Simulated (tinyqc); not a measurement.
Threshold spread from leakage statistics.

Problem. VT is Gaussian with standard deviation s and Ioff goes as exp(-VT/(n Vt)), so Ioff is log-normal: mean/median = exp(w^2/2) with w = s/(n Vt). Find w, s, the relative standard deviation sqrt(exp(w^2) - 1) and the share of devices that leak more than the mean, erfc(w/(2 sqrt(2)))/2.

Values chosen for this exercise: temperature T = 293 K; subthreshold factor n = 1.19.

Constants: q = 1.602176634e-19 C, kB = 1.380649e-23 J/K, Vt = kB T/q. Results are converted to the units shown.

mean/median of the off current = 1.8437955

Answer. w = sqrt(2 ln(mean/median)); the mean lies w/2 standard deviations out in ln Ioff.

w = 1.11
s = 33.2 mV
relative standard deviation = 1.55
share above the mean = 29.0 %

Program tinyqc, `OMP_NUM_THREADS=1 python tinyqc.py 2090155 2090156 out.jsonl`; Intel Xeon 2.30GHz, shared host, one thread, about 0.01 s.
